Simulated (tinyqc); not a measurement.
Lossy on-chip transmission line with skin effect: one step of the calculation.

A uniform line in a homogeneous dielectric: c = sqrt(er)/(c0 Z0), l = Z0 sqrt(er)/c0 (c0 = 299792458 m/s), g = w c td, w = 2 pi f. The resistance joins its limits as r = sqrt(r_dc^2 + r_hf^2), with r_dc = rho/(wd th), r_hf = kr rho/(2 delta (wd + th)), delta = sqrt(rho/(pi f mu0)), mu0 = 4 pi 1e-7 H/m; this is an interpolation, and internal inductance, up to 0.05 nH/mm at low frequency, is neglected.

Task. Line constants. delta, r_dc, r_hf, r, l, c and g as defined.

Inputs (values chosen for the exercise): width of the strip wd = 0.68 um; thickness of the strip th = 0.68 um; resistivity rho = 2 uohm cm; relative permittivity er = 4.2; loss tangent td = 0.005; lossless impedance sqrt(l/c) Z0 = 75 ohm; factor for crowding and the return path kr = 1.2; frequency f = 1.7 GHz.

Give: delta; r_dc; r_hf; r; l; c; g.

Result.

delta = 1.726 um
r_dc = 43.25 ohm/mm
r_hf = 5.111 ohm/mm
r = 43.55 ohm/mm
l = 0.5127 nH/mm
c = 91.15 pF/m
g = 0.004868 S/m

r is 1.01 times r_dc; the skin depth is 2.54 of the thickness.

Program tinyqc, `OMP_NUM_THREADS=1 python tinyqc.py 2810209 2810210 out.jsonl`; Intel Xeon 2.30GHz, shared host, one thread, about 0.01 s.
